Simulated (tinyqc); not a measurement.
Schottky barrier on an n-type semiconductor, non-linear Poisson equation by Newton steps: two steps of the calculation.

One dimension, metal at x = 0, donor density C(x) = Nd, uniform. Energies are counted from the electron Fermi level of the semiconductor and the conduction-band edge is Ec = -psi, so n = Nc exp(psi/Vt); holes follow the Fermi level of the metal, at -V, so p = Nv exp((V - psi - Eg)/Vt). Ends: psi(0) = V - phiB and psi = Vt ln(Nd/Nc) deep inside. Boltzmann statistics, full ionisation, no current, no image force in the Poisson equation.

Parameters, values chosen for the exercise; band and dielectric values close to those of 4H silicon carbide: temperature T = 325 K; band gap Eg = 3.26 eV; relative permittivity eps_r = 9.62; conduction-band density of states at T Nc = 1.92e19 cm^-3; valence-band density of states at T Nv = 2.83e19 cm^-3; donor density deep in the semiconductor Nd = 8.5e16 cm^-3; barrier height phiB = 1.47 eV; bias of the metal against the semiconductor V = 0 V.

Constants: q = 1.602176634e-19 C, kB = 1.380649e-23 J/K, Vt = kB T/q, eps0 = 8.8541878128e-14 F/cm where lengths are in cm. Results are converted to the units shown.

Task 1. End potentials, built-in voltage, Debye length. psi_0 = V - phiB, psi_b = Vt ln(Nd/Nc), Vbi = phiB - Vt ln(Nc/Nd), LD = sqrt(eps0 eps_r Vt/(q Nd)), W = sqrt(2 eps0 eps_r (Vbi - V)/(q Nd)), hole density at the metal p_0 = Nv exp((phiB - Eg)/Vt).

Find: psi_0; psi_b; Vbi; LD; W for uniform Nd; p_0.

Result 1.

psi_0 = -1.4700 V
psi_b = -0.15179 V
Vbi = 1.3182 V
LD = 13.235 nm
W for uniform Nd = 128.41 nm
p_0 = 4.9458e-9 cm^-3

The hole density at the metal is 5.8e-26 times Nd, so holes hardly matter.

Task 2. Check against the first integral. First integral for uniform doping: E_0^2 = (2 q/(eps0 eps_r)) [Nd (U - Vt + Vt exp(-U/Vt)) + Vt p_0], U = Vbi - V, Vbi = phiB - Vt ln(Nc/Nd), p_0 = Nv exp((phiB - Eg)/Vt) (deep holes neglected). Image-force lowering dphi = sqrt(q E_0/(4 pi eps0 eps_r)), at x_m = sqrt(q/(16 pi eps0 eps_r E_0)). Depletion approximation: E = sqrt(2 q Nd U/(eps0 eps_r)).

Find: E_0; dphi; x_m; field in the depletion approximation.

Result 2.

E_0 = 203.1 kV/cm
dphi = 55.14 mV
x_m = 1.357 nm
field in the depletion approximation = 205.3 kV/cm

Computed by the program tinyqc: `OMP_NUM_THREADS=1 python tinyqc.py 2020025 2020026 out.jsonl`, one thread of a shared Intel Xeon 2.30GHz, about 0.03 s for the whole run.
